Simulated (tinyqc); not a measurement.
Growth mode over temperature: epitaxial growth on a vicinal surface: Burton-Cabrera-Frank step flow, step-edge barrier and island nucleation. Computed by tinyqc, a small Python program. Command: `OMP_NUM_THREADS=1 python tinyqc.py 3003067 3003068 out.jsonl stepflow walk`. One thread of a shared host (Intel(R) Xeon(R) Processor @ 2.30GHz), about 0.03 s of CPU time with the checks.

Adatoms land at rate F, hop on a square grid (a simplification for hexagonal faces), desorb, or join steps. Lengths are in units of a and n is the adatom coverage. Steps ascend at x = 0 and descend at x = l.

Inputs (values chosen for the exercise, close to those used for Si(001)):
```
quantity                     value      unit
site spacing a                3.84  angstrom
step height h                 1.36  angstrom
diffusion barrier E_d        0.657        eV
desorption energy E_a         2.79        eV
adatom formation energy E_f   1.42        eV
step-edge barrier E_s            0        eV
attempt frequency nu             1       THz
deposition rate F            0.098  layers/s
miscut angle                     1   degrees
temperature T                  670         C
critical nucleus size i          1         -
```

Constants: k_B = 8.617333262e-05 eV/K.

Method:
- D = nu exp(-E_d/(k_B T)) (a^2/s, nu counted per direction); tau = exp(E_a/(k_B T))/nu; x_s = sqrt(D tau); n_eq = exp(-E_f/(k_B T)); terrace width l = h/(a tan(miscut)); Schwoebel length l_s = exp(E_s/(k_B T)) - 1.
- D n'' - n/tau + F = 0 with n(0) = n_eq and -l_s n'(l) = n(l) - n_eq. With u = n - F tau, A = n_eq - F tau, y = l/x_s, s = l_s/x_s: u = A cosh(x/x_s) + B sinh(x/x_s), B = A (1 - cosh y - s sinh y)/(sinh y + s cosh y). Flux into the ascending step J+ = D B/x_s, over the descending one J- = -(D/x_s)(A sinh y + B cosh y); step velocity J+ + J-; growth rate (J+ + J-)/l. For small y: J+ + J- = (F - n_eq/tau) l, J-/J+ = l/(l + 2 l_s).
- Island density on a flat surface without desorption: N = 0.25 (F/D)^(i/(i+2)) exp(E_i/((i+2) k_B T)) per site, with E_i = 0 for i = 1; spacing l_n = N^(-1/2). Step flow needs an effective width l_eff = 2 x(peak) below l_n.
- Temperatures in kelvin are T(C) + 273.15.
- x(peak) solves tanh(x/x_s) = -B/A. Rows where evaporation outweighs deposition are left out.

Scales:
```
T (C)     x_s (a)  l_s (a)  incorporated share  l_n (a)  l_eff/l_n
470    1.7085e+07        0              1.0000   53.281    0.38082
520    5.9797e+06        0              1.0000   59.345    0.34190
570    2.3704e+06        0              1.0000   65.259    0.31092
620    1.0422e+06        0              1.0000   71.004    0.28576
670    4.9993e+05        0              1.0000   76.567    0.26500
720    2.5822e+05        0              1.0000   81.940    0.24762
770    1.4210e+05        0              1.0000   87.123    0.23289
820    8.2587e+04        0              1.0000   92.115    0.22027
870    5.0333e+04        0              1.0000   96.919    0.20935
```

The ratio stays below 1: step flow in every row. Incorporation goes from 100.0 % to 100.0 %.

Extremes, crossings and ranges named in words are read from the listed rows.
